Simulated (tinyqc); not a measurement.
Monte Carlo simulation of one carrier in a uniform electric field: one step, computed by the program tinyqc. Command: `OMP_NUM_THREADS=1 python tinyqc.py 3021147 3021148 out.jsonl mcfl walk`. One thread of a shared host (Intel(R) Xeon(R) Processor @ 2.30GHz), about 3 s of CPU time with the checks.

The force e F acts along +z. Flights end at the constant total rate Gamma; the part of Gamma that the real rates do not fill is self-scattering, which leaves k unchanged. One valley, no impurities and no intervalley scattering.

Problem. Flight 2. Parabolic band: E = hbar^2 k^2/(2 m), speed v = hbar k/m, states per spin, volume and energy g(E) = m k/(2 pi^2 hbar^2). Masses are multiplied by m_0 and all formulas are in SI units. Flight: t = -ln(r1)/Gamma; k_z grows by e F t/hbar; E follows from the band; dz = (E_end - E_start)/(e F). Use row 2 of the random numbers.

Inputs (values chosen for the exercise, modelled on GaSb): effective mass m = 0.0397 m_0; lattice temperature T = 350 K; electric field F = 0.18 kV/cm.

Crystal: polar. Band: parabolic.

k after event 1, the start of the next flight (1/nm): [-0.2994023, -0.2333901, -0.1207451]

Random numbers (0.02 to 0.98, from up to 60 sets tried for early real events), one row a flight:
```
,r1,r2,r3,r4
1,0.4581,0.1316,0.9578,0.4830
2,0.2489,0.8981,0.2925,0.9054
3,0.3412,0.1792,0.3645,0.4448
4,0.4949,0.0908,0.3238,0.4690
5,0.8010,0.2256,0.8711,0.1812
6,0.0308,0.1428,0.2216,0.8039
7,0.7289,0.9661,0.8950,0.1831
```

Gamma = 3.741509 1e12/s

Constants: e = 1.602176634e-19 C; hbar = 1.054571817e-34 J s; m_0 = 9.1093837015e-31 kg.

Give: flight time t; k at the end of the flight; energy at the end; displacement dz.

Solution.

flight time t = 371.70 fs

k at the end of the flight (1/nm): [-0.29940, -0.23339, -0.11058]

energy at the end = 150.04 meV

displacement dz = -125.37 nm
